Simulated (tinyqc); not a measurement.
Inside a calculation. Model: geometry relaxation of a small cluster. Computed by tinyqc, a small Python program that keeps every step. Command: `OMP_NUM_THREADS=1 python tinyqc.py 3010504 3010505 out.jsonl relax walk`. One thread of a shared host (Intel(R) Xeon(R) Processor @ 2.30GHz), about 0.02 s of CPU time with the checks. Intermediate numbers are printed to about 6 digits and carried at full precision; extremes and crossings named in words are read from the listed rows.

E = sum_i {sum_j A exp(-p (r_ij/r0 - 1)) - xi sqrt(rho_i)}, rho_i = sum_j exp(-2 q (r_ij/r0 - 1)); the force on i is -sum_j w_ij (R_i - R_j)/r_ij with w_ij = -(2p/r0) A exp(-p (r_ij/r0 - 1)) + (xi q/r0) exp(-2 q (r_ij/r0 - 1)) (rho_i^(-1/2) + rho_j^(-1/2)).

Inputs (values chosen for the exercise, for model atoms):

| quantity | value | unit |
|---|---|---|
| length r0 | 3.11 | angstrom |
| repulsion A | 0.13 | eV |
| hopping xi | 1.7 | eV |
| decay p | 10.9 | - |
| decay q | 2.88 | - |
| step factor eta | 0.025 | angstrom^2/eV |
| largest number of steps | 500 | - |

Potential: Gupta. Method: BFGS.

starting positions (angstrom):
```
            x      y      z
atom 1  -0.19  -0.11   0.09
atom 2   2.77   0.03  -0.44
atom 3   1.75    2.6  -0.18
atom 4   1.41   1.03   2.42
```

## Energy and forces at the start

Evaluate E and the forces at the starting positions.

distances (angstrom): 1-2 3.01033, 1-3 3.34374, 1-4 3.04770, 2-3 2.77721, 2-4 3.32102, 3-4 3.05622

energy at the start = -10.2607 eV

forces (eV/angstrom):
```
               x         y         z
atom 1   1.68244   0.97383   0.51217
atom 2  -1.12037   0.29742   0.78804
atom 3  -0.47161  -1.13057   0.75906
atom 4  -0.09046  -0.14069  -2.05927
```

## The first two steps

BFGS: R(new) = R + B F with the inverse Hessian B = eta 1 at first; with s = R(new) - R, y = F - F(new), rho = 1/(y.s): B(new) = (1 - rho s y^T) B (1 - rho y s^T) + rho s s^T, skipped if y.s is not positive. No atom moves more than 0.3 angstrom a step (the whole step is scaled). Stop when the largest force component is below 1e-5 eV/angstrom.

positions after step 1 (angstrom):
```
               x         y         z
atom 1  -0.14794  -0.08565   0.10280
atom 2   2.74199   0.03744  -0.42030
atom 3   1.73821   2.57174  -0.16102
atom 4   1.40774   1.02648   2.36852
```

energy after step 1 = -10.5392 eV

positions after step 2 (angstrom):
```
              x        y         z
atom 1  0.02775  0.02613   0.15454
atom 2  2.64100  0.03563  -0.33157
atom 3  1.66632  2.48014  -0.07769
atom 4  1.40494  1.00811   2.14473
```

energy after step 2 = -10.5525 eV

## All steps

The formulas are those given above.

Course of the relaxation:

| step | E (eV) | largest force (eV/angstrom) | force calls |
|---|---|---|---|
| 0 | -10.2607 | 2.05927e+00 | 1 |
| 1 | -10.5392 | 1.71768e+00 | 2 |
| 2 | -10.5525 | 2.54074e+00 | 3 |
| 3 | -10.8657 | 7.01478e-01 | 4 |
| 4 | -10.9193 | 4.87238e-01 | 5 |
| 5 | -10.9650 | 4.33649e-01 | 6 |
| 6 | -10.9989 | 5.29594e-01 | 7 |
| 7 | -11.0779 | 4.74286e-01 | 8 |
| 8 | -11.0894 | 2.39317e-01 | 9 |
| ... | ... | ... | ... |
| 14 | -11.1047 | 3.70668e-02 | 15 |
| 15 | -11.1049 | 2.11069e-02 | 16 |
| 16 | -11.1049 | 6.15006e-03 | 17 |
| 17 | -11.1049 | 2.88403e-03 | 18 |
| 18 | -11.1049 | 2.45727e-03 | 19 |
| 19 | -11.1049 | 9.04493e-04 | 20 |
| 20 | -11.1049 | 2.81253e-04 | 21 |
| 21 | -11.1049 | 1.57014e-05 | 22 |
| 22 | -11.1049 | 3.85582e-06 | 23 |

final positions (angstrom):
```
               x         y         z
atom 1  -0.07884   0.15082   0.03103
atom 2   2.74794  -0.03966  -0.19523
atom 3   1.49436   2.51080  -0.15255
atom 4   1.57654   0.92805   2.20675
```

final energy = -11.1049 eV

steps = 22

largest force at the end = 3.85582e-06 eV/angstrom

Converged in 22 steps.

## Curvatures at the end

Hessian at the final positions by central differences of the forces; six eigenvalues vanish (translations and rotations). Steepest descent is stable for eta below 2/lambda_max and contracts the softest mode by 1 - eta lambda_min a step.

non-zero eigenvalues (eV/angstrom^2): 3.8499  3.8499  9.1379  9.1380  9.1380  24.0283

condition number = 6.24127

largest stable eta = 0.0832351 angstrom^2/eV

contraction of the softest mode = 0.903752

All are positive, so the end point is a minimum.

## Four methods from the same start

Steepest descent: R(new) = R + eta F. Conjugate gradient (Polak-Ribiere): d = F + beta d(old), beta = max(0, F.(F - F(old))/|F(old)|^2), d = F at first; step length from one secant, s = eta (F.d)/(F.d - F(R + eta d).d), replaced by eta if that is not positive; R(new) = R + s d. FIRE with unit mass: if F.v > 0, v = (1 - a) v + a |v| F/|F|, and after more than 5 such steps in a row dt = min(1.1 dt, 5 dt0), a = 0.99 a; else v = 0, a = 0.1, and dt = dt/2 (not at the first step). Then v = v + dt F, R(new) = R + dt v. dt0 = sqrt(eta), a = 0.1 at first. In this comparison each method may take up to 1500 steps.

Cost:

| method | steps | force calls | final E (eV) | calls to reach 1e-2 |
|---|---|---|---|---|
| steepest descent | 122 | 123 | -11.1049 | 55 |
| conjugate gradient | 24 | 49 | -11.1049 | 39 |
| BFGS | 22 | 23 | -11.1049 | 17 |
| FIRE | 89 | 90 | -11.1049 | 41 |

In force calls the order is BFGS (23), conjugate gradient (49), FIRE (90), steepest descent (123). All that converged end at the same energy. Near the minimum steepest descent multiplies the slowest mode by 0.904 in size a step, 23 steps a decade of force, at a condition number of 6.2. It is the dearest here: the others use earlier steps to learn the curvature or to build momentum along soft directions.

Checks made by the program: forces against finite differences of E (relative difference 2e-10).
